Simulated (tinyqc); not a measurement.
Worked calculation: six-band hole subbands of a thin body in a field. Values are carried at full precision from step to step, so a last printed digit may differ when a step is redone from the rounded ones.

Constants: hbar^2/2m0 = 3.80998211 eV angstrom^2.

Inputs chosen for the exercise (near those of a p-type Si channel; the results hold for these values, not for the real material):
- S = (7.75, -2.18, 12.82) 1/TPa (compliances s11, s12, s44)
- sx = -1 GPa (stress along the channel [1-10], negative in compression)
- b = -2.09 eV (tetragonal potential)
- d = -4.74 eV (trigonal potential)
- g1 = 4.3 (Luttinger gamma1)
- g2 = 0.34 (gamma2)
- g3 = 1.45 (gamma3)
- face = 110 (surface)
- Dso = 0.044 eV (spin-orbit splitting)
- t = 30 angstrom (body thickness)
- F = 0.2 MV/cm (field across the body)
- kmax = 0.06 1/angstrom (end of the path)

## Strain and its block

exx = eyy = (s11 + s12) sx/2, ezz = s12 sx, exy = -s44 sx/4 (1 GPa/TPa = 1e-3). With e0 the traceless part, B_XX = 2b e0xx - b (e0yy + e0zz) and B_XY = sqrt(3) d exy.

strain:
```
           x          y         z
x  -0.002785   0.003205         0
y   0.003205  -0.002785         0
z          0          0  0.002180
```

B (eV):
```
          X         Y         Z
X   0.01038  -0.02631         0
Y  -0.02631   0.01038         0
Z         0         0  -0.02075
```

## Confinement masses without spin-orbit coupling

C(n n^T)/c has C_XX = (g1 + 4 g2) nx^2 + (g1 - 2 g2)(ny^2 + nz^2) and C_XY = 6 g3 nx ny, n the unit normal; its eigenvalues are the inverse masses along n.

C(n n^T)/c:
```
        X       Y       Z
X  4.6400  4.3500       0
Y  4.3500  4.6400       0
Z       0       0  3.6200
```

masses (m0): 3.4483  0.2762  0.1112

The heaviest mass, 3.45, comes from a near cancellation among the gammas, so a few per cent in them move it strongly.

## The matrix for one sine at q = 0

Basis X, Y, Z times spin, hole energies counted downwards from the unstrained edge (the hydrostatic shift is left out), c = hbar^2/2m0. For a symmetric tensor T let C(T) have C_XX = L Txx + M (Tyy + Tzz), C_XY = N Txy (cyclic), L = c (g1 + 4 g2), M = c (g1 - 2 g2), N = 6 c g3. k = q + kz n, n the unit normal, q = k1 u + k2 v with u along the channel [1-10] and v = n x u. H = C(k k^T) + (Dso/3)(1 - L.sigma) - B + e F z with (L_k)_ij = -i epsilon_kij; B is the block C built from the traceless strain with 2b, -b and sqrt(3) d in place of L, M, N. Strain: exx = eyy = (s11 + s12) sx/2, ezz = s12 sx, exy = -s44 sx/4. Hard walls at z = 0 and t; basis sin(j pi z/t), j = 1 to Nz: kz^2 = (j pi/t)^2, kz = -i D with D_jl = 4 j l/(t (j^2 - l^2)), z_jj = t/2 and z_jl = -8 t j l/(pi (j^2 - l^2))^2 for j + l odd; 1 MV/cm = 0.01 eV/angstrom.

Nz = 1, in meV.

H (meV):
```
               X+             Y+      Z+             X-             Y-      Z-
X+         228.15  208.06+14.67i       0              0              0  -14.67
Y+  208.06-14.67i         228.15       0              0              0  14.67i
Z+              0              0  216.67          14.67        -14.67i       0
X-              0              0   14.67         228.15  208.06-14.67i       0
Y-              0              0  14.67i  208.06+14.67i         228.15       0
Z-         -14.67        -14.67i       0              0              0  216.67
```

## Its levels

Diagonalise; the levels come in pairs. Give each pair and its weights on X, Y, Z, summed over spin and averaged over the pair.

levels (meV): 18.56  216.64  437.77

weights:
```
   pair 1  pair 2  pair 3
X   0.497   0.005   0.498
Y   0.497   0.005   0.498
Z   0.005   0.990   0.005
```

## More sines

The four lowest pairs at q = 0.

Hole energies (meV):
```
Nz  pair 1  pair 2  pair 3  pair 4
1    18.56  216.64  437.77       -
2    15.67   58.85  216.38  437.67
4    15.57   56.71  117.37  203.37
8    15.57   56.71  117.36  202.06
16   15.57   56.71  117.36  202.06
```

One sine is 2.99 meV off in the top subband, since the field mixes the sines. The second pair lies 41.1 meV deeper.

## Dispersion of the top subband

Nz = 14; the two lowest levels (spin-split where the field breaks inversion), in meV from their value at q = 0.

Energies (meV):
```
|q| (1/angstrom)     u a     u b    v a    v b
0.015               7.46    7.71   3.10   3.11
0.030              30.07   30.61  12.40  12.41
0.045              67.71   68.64  27.90  27.93
0.060             120.18  121.71  49.60  49.64
```

From the mean of each pair in the first row, c q^2/E gives 0.11 m0 along u and 0.28 m0 along v. The largest distance between a and b in the table is 1.52 meV.

## Checks

- Top level at q = 0 on (001) without field and stress against c (g1 - 2 g2)(pi/t)^2, eV: both 0.15125.
- Hermiticity, and E(q) against E(-q): they agree to 1e-10 or better.

Run: tinyqc, `OMP_NUM_THREADS=1 python tinyqc.py 1251939 1251940 out.jsonl`; Intel(R) Xeon(R) Processor @ 2.30GHz, one thread, shared host; about 0.3 s of CPU time with all checks.
